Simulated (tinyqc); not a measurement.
# Permittivity of the insulator from five potentials

Question. A node lies on a semiconductor-insulator interface. Steps: hs = tb/3 down into the semiconductor, ho = tox/2 up into the insulator, hy = L/6 sideways. The flux balance of its box reads eox (hy/ho)(above - node) + eps_r (hy/hs)(below - node) + [(eps_r hs + eox ho)/(2 hy)](left + right - 2 node) - q Na (hs/2) hy/eps0 = 0. Find eox.

Values chosen for this exercise; semiconductor permittivity close to that of silicon: relative permittivity of the semiconductor eps_r = 11.6; half the body thickness tb = 5 nm; insulator thickness tox = 2.8 nm; channel length L = 44 nm; acceptor density of the depleted body Na = 1.1e18 cm^-3.

Constants: q = 1.602176634e-19 C, eps0 = 8.8541878128e-14 F/cm where lengths are in cm. Results are converted to the units shown.

psi (V): node 0.018294623, above 0.019746698, below 0.017069605, left 0.096111734, right 0.0029715324

Solution. The balance is linear in eox.

eox = 7.500

Numbers from tinyqc (`OMP_NUM_THREADS=1 python tinyqc.py 2480119 2480120 out.jsonl`; about 0.1 s on one thread of a shared Intel Xeon 2.30GHz).
